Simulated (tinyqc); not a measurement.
Worked calculation: exchange-only LDA atom on a uniform radial grid, spin-unpolarised, for Li+. Computed by tinyqc, a small Python program that keeps every step. Settings: Z = 3, points = 64, R = 7.6, functional = Slater exchange alone, mixing = 0.4, iteration cap = 54. Command: `OMP_NUM_THREADS=1 python tinyqc.py 21155 21156 out.jsonl` (the two numbers bound the seeds that draw the settings). One thread of a shared host (Intel(R) Xeon(R) Processor @ 2.60GHz), about 0.02 s of CPU time with the checks. Later iterations appear only in the table of the cycle.

## Iteration 1

Spherical atom on a uniform radial grid r_j = j h with h = R/(N + 1), h sum u^2 = 1 and integrals as h times sums, u(0) = u(R) = 0 (atomic units):
```
parameter           value
Z                       3
points N               64
R                7.600000
h                0.116923
mixing           0.400000
electrons in 1s         2
```

Three-point differences turn -u''/2 + [l(l+1)/2r^2 - Z/r + V] u = e u into a tridiagonal matrix (diagonal 1/h^2 + potential, off-diagonal -1/2h^2). D = sum f u^2; the Hartree potential y/r solves y'' = -D/r with y(0) = 0, y(R) = N_e; v_xc comes from rho = D/(4 pi r^2); E = sum f e - int D V + int D (V_H/2 + eps_xc); V(new) = V + mixing (V_H + v_xc - V).

eigenvalues (hartree): 1s -4.3695

Every 4th grid point:
```
r         V in     u(1s)         D     V_H       v_xc
0.4677  0.0000    1.1928    2.8456  3.6420    -0.9962
0.9354  0.0000    0.6027    0.7265  2.1064    -0.3981
1.4031  0.0000    0.2284    0.1043  1.4236    -0.1591
1.8708  0.0000    0.0769    0.0118  1.0690    -0.0636
2.3385  0.0000    0.0243    0.0012  0.8553    -0.0254
2.8062  0.0000    0.0074  1.09e-04  0.7127    -0.0102
3.2738  0.0000    0.0022  9.43e-06  0.6109    -0.0041
3.7415  0.0000    0.0006  7.86e-07  0.5345    -0.0016
4.2092  0.0000  1.78e-04  6.35e-08  0.4751    -0.0006
4.6769  0.0000  5.00e-05  5.00e-09  0.4276  -2.59e-04
5.1446  0.0000  1.39e-05  3.86e-10  0.3888  -1.04e-04
5.6123  0.0000  3.83e-06  2.93e-11  0.3564  -4.14e-05
6.0800  0.0000  1.05e-06         0  0.3289  -1.65e-05
6.5477  0.0000  2.84e-07         0  0.3055     0.0000
7.0154  0.0000  7.43e-08         0  0.2851     0.0000
7.4831  0.0000  1.00e-08         0  0.2673     0.0000
```

total energy = -6.611280 hartree

## Iteration 2

As before.

eigenvalues (hartree): 1s -3.3224

Every 4th grid point:
```
r         V in     u(1s)         D     V_H       v_xc
0.4677  1.0583    1.1702    2.7388  3.5400    -0.9836
0.9354  0.6833    0.6511    0.8478  2.0922    -0.4191
1.4031  0.5058    0.2780    0.1546  1.4220    -0.1814
1.8708  0.4022    0.1068    0.0228  1.0688    -0.0791
2.3385  0.3319    0.0388    0.0030  0.8552    -0.0347
2.8062  0.2810    0.0136  3.70e-04  0.7127    -0.0153
3.2738  0.2427    0.0047  4.33e-05  0.6109    -0.0067
3.7415  0.2132    0.0016  4.91e-06  0.5345    -0.0030
4.2092  0.1898    0.0005  5.41e-07  0.4751    -0.0013
4.6769  0.1709  1.71e-04  5.84e-08  0.4276    -0.0006
5.1446  0.1555  5.57e-05  6.21e-09  0.3888  -2.61e-04
5.6123  0.1425  1.80e-05  6.50e-10  0.3564  -1.16e-04
6.0800  0.1316  5.80e-06  6.72e-11  0.3289  -5.17e-05
6.5477  0.1222  1.85e-06         0  0.3055  -2.30e-05
7.0154  0.1140  5.58e-07         0  0.2851     0.0000
7.4831  0.1069  8.21e-08         0  0.2673     0.0000
```

total energy = -6.720392 hartree

## Convergence

Stop when input and output potentials agree to 1e-7.

Course of the cycle (hartree):
```
iteration          E    e(1s)  largest |V(out) - V(in)|
1          -6.611280  -4.3695                  3.68e+00
2          -6.720392  -3.3224                  1.98e+00
3          -6.756811  -2.7476                  1.05e+00
4          -6.767866  -2.4311                  5.55e-01
5          -6.771006  -2.2561                  2.93e-01
6          -6.771863  -2.1588                  1.59e-01
7          -6.772093  -2.1044                  8.68e-02
8          -6.772155  -2.0738                  4.86e-02
9          -6.772171  -2.0564                  2.74e-02
10         -6.772176  -2.0465                  1.58e-02
11         -6.772177  -2.0409                  9.10e-03
...              ...      ...                       ...
23         -6.772178  -2.0331                  1.63e-05
24         -6.772178  -2.0331                  9.72e-06
25         -6.772178  -2.0331                  5.78e-06
26         -6.772178  -2.0331                  3.44e-06
27         -6.772178  -2.0331                  2.05e-06
28         -6.772178  -2.0331                  1.22e-06
29         -6.772178  -2.0331                  7.28e-07
30         -6.772178  -2.0331                  4.34e-07
31         -6.772178  -2.0331                  2.59e-07
32         -6.772178  -2.0331                  1.55e-07
33         -6.772178  -2.0331                  9.23e-08
```

Converged in 33 iterations. A uniform grid resolves the cusp poorly: for a bare nucleus this grid gives 1s at -4.36949 against -Z^2/2 = -4.5 hartree. Before convergence this energy mixes input and output and is not variational, so it may rise towards its limit.
